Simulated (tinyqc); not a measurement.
The coupled modes against doping: free-carrier optics of a doped semiconductor (Drude model with one polar phonon).

eps(E) = ei [1 - Ep^2/(E^2 + i E Gam)] + (es - ei) wT^2/(wT^2 - E^2 - i E gT), with Ep^2 = 8 pi c (e^2/(4 pi eps0)) N/(m ei), c = hbar^2/2m0, N in 1/angstrom^3 (1e-24 per 1/cm^3); Gam = hbar/tau, tau = mu m m0/e with m0/e = 5.685630e-12 kg/C and mu in m^2/(V s). Energies in meV.

Constants: hbar^2/2m0 = 3.80998211 eV angstrom^2; e^2/(4 pi eps0) = 14.39964547 eV angstrom.

Inputs chosen for the exercise (mass and dielectric values near those of InSb; N and mu are free inputs; interband absorption and the rise of the mass with filling are left out; shifted at random, so the results belong to these values and not to a real crystal):

| symbol | value | unit | meaning |
|---|---|---|---|
| m | 0.013 | m0 | conductivity mass |
| ei | 15.92 |  | high-frequency dielectric constant |
| wT | 22.6 | meV | TO phonon |
| es | 17.24 |  | static dielectric constant |

L-, L+ solve E^4 - (wL^2 + Ep^2) E^2 + Ep^2 wT^2 = 0, wL = wT sqrt(es/ei); damping left out; energies in meV.

Modes:

| N (1/cm^3) | Ep | L- | L+ | Ep sqrt(ei/es) |
|---|---|---|---|---|
| 2.0e+15 | 3.65 | 3.50 | 23.54 | 3.51 |
| 8.0e+15 | 7.30 | 6.99 | 23.61 | 7.02 |
| 2.0e+16 | 11.54 | 10.96 | 23.79 | 11.09 |
| 5.0e+16 | 18.25 | 16.77 | 24.60 | 17.54 |
| 8.0e+16 | 23.09 | 19.81 | 26.34 | 22.19 |
| 2.0e+17 | 36.50 | 22.05 | 37.41 | 35.08 |
| 3.0e+17 | 44.71 | 22.29 | 45.33 | 42.96 |
| 8.0e+17 | 73.01 | 22.50 | 73.33 | 70.16 |
| 2.0e+18 | 115.43 | 22.56 | 115.62 | 110.93 |

wL = 23.52 meV

How do the results move, and what explains it?

At low density L- follows Ep sqrt(ei/es) (3.50 against 3.51), a plasmon screened by the lattice, and L+ starts at wL. At the highest density L- has come within 0.04 meV of wT, since the carriers screen the field that lifts wL, and L+ is within 0.19 meV of Ep. The branches are closest, 6.53 meV, at 8e+16 1/cm^3 of those listed. The mass is held fixed, while in a real band it rises with filling.

tinyqc: `OMP_NUM_THREADS=1 python tinyqc.py 1682125 1682126 out.jsonl`; about 0.01 s, one thread, shared Intel(R) Xeon(R) Processor @ 2.30GHz.
